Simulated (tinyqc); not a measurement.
# Worked calculation: MOS capacitor on an n-type substrate, surface potential from the exact charge relation

Computed by the program tinyqc: `OMP_NUM_THREADS=1 python tinyqc.py 2060144 2060145 out.jsonl`, one thread of a shared Intel Xeon 2.30GHz, about 0.01 s for the whole run. Printed values are rounded.

Uniform n-type substrate, Boltzmann statistics, full ionisation, classical densities. psi is the surface potential against the body (positive when the bands bend down) and u = -psi/Vt. Traps are spread evenly over the gap and neutral at flat band, so their charge is -q Dit psi; the minority quasi-Fermi level is shifted by Vb.

Values chosen for this exercise; band and dielectric values close to those of gallium nitride:
```
symbol,value,unit,meaning
T,400,K,temperature
Eg,3.33,eV,band gap
eps_r,9.63,,relative permittivity
Nc,3.59e18,cm^-3,conduction-band density of states at T
Nv,6.94e19,cm^-3,valence-band density of states at T
chi,4.09,eV,electron affinity
N,2.6e15,cm^-3,donor density of the substrate
eox,3.9,,relative permittivity of the gate insulator (close to silicon dioxide)
tox,17,nm,insulator thickness
phiM,5.26,eV,gate work function
Nf,0,cm^-2,"fixed charge at the interface, in units of q"
Dit,0,cm^-2 eV^-1,density of interface traps
Vb,1,V,reverse bias of the inversion layer against the body
Vg,2.15,V,gate voltage against the body
```

Constants: q = 1.602176634e-19 C, kB = 1.380649e-23 J/K, Vt = kB T/q, eps0 = 8.8541878128e-14 F/cm where lengths are in cm. Results are converted to the units shown.

Range of the model: At this gate voltage the surface density exceeds 0.3 of the band density of states, so degeneracy and confinement would lower the charge and capacitance.

## Flat band, threshold and scales

ni = sqrt(Nc Nv) exp(-Eg/(2 Vt)), Eg in volts; phiF = Vt ln(N/ni); Cox = eps0 eox/tox; Vfb = phiM - chi - Vt ln(Nc/N) - q Nf/Cox; Q0 = sqrt(2 eps0 eps_r q N Vt); r = (ni/N)^2 exp(-Vb/Vt); VT = Vfb - [(2 phiF + Vb)(1 + q Dit/Cox) + sqrt(2 eps0 eps_r q N (2 phiF + Vb))/Cox].

ni = 0.01660161 cm^-3
phiF = 1.364729 V
Cox = 0.2031255 uF/cm^2
Vfb = 0.9207731 V
Q0 = 4.948355 nC/cm^2
r = 1.025436e-47
VT = -3.062082 V

## Starting value

psi = Vg - Vfb, limited to the range from +4 Vt to -(2 phiF + Vb + 4 Vt).

psi at the start = 0.1378773 V

## Iteration 1: Newton step for the surface potential

u = -psi/Vt; F^2 = exp(-u) + u - 1 + r (exp(u) - u - 1); Qs = +sign(u) Q0 F; Cs = -dQs/dpsi = (Q0/Vt) |1 - exp(-u) + r (exp(u) - 1)|/(2 F). f = Vfb + psi + (q Dit psi - Qs)/Cox - Vg, f' = 1 + (Cs + q Dit)/Cox, psi(new) = psi - f/f'.

u = -4
F = 7.042595
Qs = -34.84926 nC/cm^2
Cs = 0.5462796 uF/cm^2
f = -0.9197844 V
f' = 3.689370
psi after iteration 1 = 0.3871840 V

## Iteration 2: Newton step for the surface potential

As before.

u = -11.23271
F = 274.8631
Qs = -1360.120 nC/cm^2
Cs = 19.73235 uF/cm^2
f = 5.853916 V
f' = 98.14367
psi after iteration 2 = 0.3275376 V

## Iteration 3: Newton step for the surface potential

As before.

u = -9.502289
F = 115.6712
Qs = -572.3823 nC/cm^2
Cs = 8.308673 uF/cm^2
f = 1.916186 V
f' = 41.90414
psi after iteration 3 = 0.2818097 V

## Course of the Newton iteration

Stop when the step is below 1e-10 V, or after 60 iterations.

Course of the iteration:
```
iteration  psi before the step (V)     f (V)   step (V)
1                        0.1378773    -0.920      0.249
2                        0.3871840      5.85    -0.0596
3                        0.3275376      1.92    -0.0457
4                        0.2818097     0.503    -0.0228
5                        0.2590405    0.0711   -4.40e-3
6                        0.2546426   2.08e-3   -1.36e-4
7                        0.2545062   1.91e-6   -1.26e-7
8                        0.2545061  1.62e-12  -1.07e-13
```

Converged in 8 iterations.

## Charges, field and capacitances at the solution

converged psi = 0.2545061 V

u = -psi/Vt; F^2 = exp(-u) + u - 1 + r (exp(u) - u - 1); Qs = +sign(u) Q0 F; Cs = -dQs/dpsi = (Q0/Vt) |1 - exp(-u) + r (exp(u) - 1)|/(2 F). Low frequency: 1/C_LF = 1/Cox + 1/(Cs + q Dit). High frequency, in the simple estimate in which traps and minority carriers do not follow: 1/C_HF = 1/Cox + 1/Cd, Cd being Cs with r = 0 at the same psi. Minority sheet density N_inv = (Q0/(2 q)) int_0^u r (exp(t) - 1)/F(t) dt for u > 0. Oxide field |Qs - q Dit psi + q Nf|/(eps0 eox).

Qs = -197.9906 nC/cm^2
N_inv = 0 cm^-2
oxide field = 0.5733652 MV/cm
Cs = 2.885228 uF/cm^2
C_LF/Cox = 0.9342286
C_HF/Cox = 0.9342286

The surface is in accumulation (borders at |psi| = 0, phiF + Vb and 2 phiF + Vb = 3.73 V).
